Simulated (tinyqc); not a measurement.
Worked calculation: band folding and unfolding in a supercell of a chain. Values are carried at full precision from step to step, so a last printed digit may differ when a step is redone from the rounded ones.

A chain with hopping -t and n = 5 sites a supercell. H(K) has v_j on the diagonal, -t between neighbours and -t exp(2 pi i K) on the bond that closes the cell (from the last site to the first of the next cell). The point K holds the n wave vectors k_m = (K + m)/n of the primitive zone, in 2 pi/a, m = 0 to n - 1, with E0 = -2t cos(2 pi k_m). The unfolding weight of a state c on k_m is |sum_j c_j exp(-2 pi i k_m j)|^2/n, j = 0 to n - 1.

Values chosen for the exercise: t = 2 eV (hopping); v = (-0.7, -0.7, -0.7, 0.7, -0.7) eV (site energies in the supercell); Kq = 0.26 2 pi/(n a) (wave vector in the small zone).

## Folded levels and Fourier components

List k_m and E0; V_q = (1/n) sum_j v_j exp(-2 pi i q j/n) couples k_m to k_(m+q).

Folded band:
```
m  k_m (2 pi/a)  E0 (eV)
0        0.0520  -3.7884
1        0.2520   0.0503
2        0.4520   3.8195
3        0.6520   2.3103
4        0.8520  -2.3916
```

V_0, V_1, ... (eV): -0.4200  -0.2265+0.1646i  0.0865-0.2663i

## Supercell Hamiltonian

Fill in H(K).

H (eV), lower triangle (Hermitian):
```
                1        2        3        4        5
1         -0.7000
2         -2.0000  -0.7000
3               0  -2.0000  -0.7000
4               0        0  -2.0000   0.7000
5  0.1256-1.9961i        0        0  -2.0000  -0.7000
```

## Levels and unfolding weights

Diagonalise and project each state on the k_m.

levels (eV): -4.28786  -2.82987  -0.38278  1.88579  3.51473

weights:
```
     level 1  level 2  level 3  level 4  level 5
m=0   0.9680   0.0238   0.0041   0.0018   0.0023
m=1   0.0029   0.0138   0.9637   0.0111   0.0085
m=2   0.0007   0.0019   0.0056   0.0468   0.9451
m=3   0.0011   0.0033   0.0173   0.9376   0.0407
m=4   0.0272   0.9572   0.0094   0.0029   0.0034
```

The purest state keeps 96.8 % on one k and the most mixed (level 4) 93.8 %; rows and columns each add to one.

## Moments of the spectral function

For each k_m: mean sum_i W E_i and variance sum_i W E_i^2 less the mean squared. The mean must be E0 plus the average of v, and the variance that of v.

Moments:
```
m  mean (eV)  variance (eV^2)
0     -4.208            0.314
1     -0.370            0.314
2      3.399            0.314
3      1.890            0.314
4     -2.812            0.314
```

The average of v is -0.4200 eV and its variance 0.3136 eV^2: the virtual crystal gives the mean, and the variance is the spread of weight over several levels that it leaves out.

## Checks

- Variance of the spectral function against the variance of v: they agree to 1e-10 or better.
- Levels for v = 0 against the folded band: they agree to 1e-10 or better.

Run: tinyqc, `OMP_NUM_THREADS=1 python tinyqc.py 1480449 1480450 out.jsonl`; Intel(R) Xeon(R) Processor @ 2.30GHz, one thread, shared host; about 0.01 s of CPU time with all checks.
